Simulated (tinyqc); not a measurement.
Bond length, ionicity and dielectric constant: Penn model of the dielectric constant and Phillips ionicity.

n = 32/a^3; Ep^2 = 8 pi c e2 n with c = hbar^2/2m0, e2 = e^2/(4 pi eps0); EF = c (3 pi^2 n)^(2/3); eps = 1 + (Ep/Eg)^2 S with S = 1 - Eg/(4 EF) + (Eg/(4 EF))^2/3, Eg the Penn gap. Core d shells are left out.

Phillips: bond length d = sqrt(3) a/4; homopolar gap Eh = 39.74 d^(-2.48) eV (d in angstrom); Eg^2 = Eh^2 + C^2; ionicity fi = C^2/Eg^2.

Constants: hbar^2/2m0 = 3.80998211 eV angstrom^2; e^2/(4 pi eps0) = 14.39964547 eV angstrom.

Each case gives a and C, chosen for the exercise.

Results:
```
case          a (angstrom)  C (eV)  Eh (eV)  Eg (eV)  Ep (eV)   eps     fi
near AlN             4.397    7.58     8.05    11.06    22.78  4.66  0.470
near diamond         3.571    0.00    13.48    13.48    31.13  5.73  0.000
near GaP             5.450    3.60     4.73     5.94    16.51  7.83  0.367
near SiC             4.340    4.14     8.31     9.29    23.23  6.54  0.199
near ZnSe            5.674    6.03     4.28     7.39    15.54  4.74  0.665
near AlAs            5.651    2.51     4.32     5.00    15.64  9.77  0.252
```

How do the results move, and what explains it?

eps runs from 4.66 (near AlN) to 9.77 (near AlAs). Eg varies by a factor 2.70 and Ep by 2.00; the order of eps is not simply the reverse order of Eg, since Ep varies too. Without the d-shell correction the model runs low for the heavier compounds.

Program tinyqc; command `OMP_NUM_THREADS=1 python tinyqc.py 1680760 1680761 out.jsonl`; about 0.01 s on one thread of a shared Intel(R) Xeon(R) Processor @ 2.30GHz.
